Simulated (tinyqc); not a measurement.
## Electron mobility in a silicon inversion layer, empirical terms and Matthiessen rule: effect of the charge at the interface

Inversion layer of sheet density Ns on a uniformly doped body, under a high-permittivity gate with an interlayer. The mobility terms are empirical power laws with prefactors chosen for the exercise; adding their inverses (Matthiessen) is itself an approximation.

ni = sqrt(Nc Nv) exp(-Eg/(2 Vt)), Eg in volts; Ndep = sqrt(2 eps0 eps_r Nb (2 Vt ln(Nb/ni) + Vsb)/q); E = q (Ndep + eta Ns)/(eps0 eps_r), in MV/cm. With t = T/(300 K): muC = Ac (Ns/1e12 cm^-2) t/(Nb/1e17 cm^-3 + Nit/1e11 cm^-2), muP = Ap E^(-1/3) t^(-1.75), muS = As E^(-gs), muR = Ar exp(2 ti/lr)/t; 1/mu is the sum of the inverses.

Values chosen for this exercise; material values close to those of silicon: temperature T = 400 K; band gap Eg = 1.14 eV; relative permittivity of the semiconductor eps_r = 11.7; conduction-band density of states at T Nc = 4.22e19 cm^-3; valence-band density of states at T Nv = 4.08e19 cm^-3; body doping Nb = 6.1e17 cm^-3; reverse body bias Vsb = 0.6 V; weight of the inversion charge in the effective field eta = 0.5; phonon-limited mobility at 1 MV/cm and 300 K Ap = 414 cm^2/(V s); roughness-limited mobility at 1 MV/cm As = 979 cm^2/(V s); exponent of the roughness term gs = 2; Coulomb prefactor Ac = 1800 cm^2/(V s); remote-phonon mobility without interlayer Ar = 150 cm^2/(V s); interlayer thickness ti = 0.8 nm; decay length of remote phonons lr = 0.6 nm; inversion density Ns = 2.6e12 cm^-2.

Constants: q = 1.602176634e-19 C, kB = 1.380649e-23 J/K, Vt = kB T/q, eps0 = 8.8541878128e-14 F/cm where lengths are in cm. Results are converted to the units shown.

The same in every row: E (MV/cm) = 0.7240; muP (cm^2/(V s)) = 278.7; muS (cm^2/(V s)) = 1868; muR (cm^2/(V s)) = 1619.

Results:
```
Nit (cm^-2)  muC (cm^2/(V s))  mu (cm^2/(V s))
1e10                     1006            174.4
1e11                    878.9            170.1
3.2e11                  671.0            160.5
1e12                    387.6            136.6
3.2e12                  163.8            92.19
1e13                    58.81            45.99
```

Estimate the missing row, Nit = 3.2e10 cm^-2.

Computed row:
```
Nit (cm^-2)  muC (cm^2/(V s))  mu (cm^2/(V s))
3.2e10                  972.0            173.3
```

With this row back in the table: As Nit goes from 1e10 to 1e13 cm^-2, E stays at 0.724 MV/cm and mu falls from 174 to 46.0 cm^2/(V s). The smallest term is the phonon one in the first row and the Coulomb one in the last.

Computed by the program tinyqc: `OMP_NUM_THREADS=1 python tinyqc.py 2510087 2510088 out.jsonl`, one thread of a shared Intel Xeon 2.30GHz, about 0.01 s for the whole run.
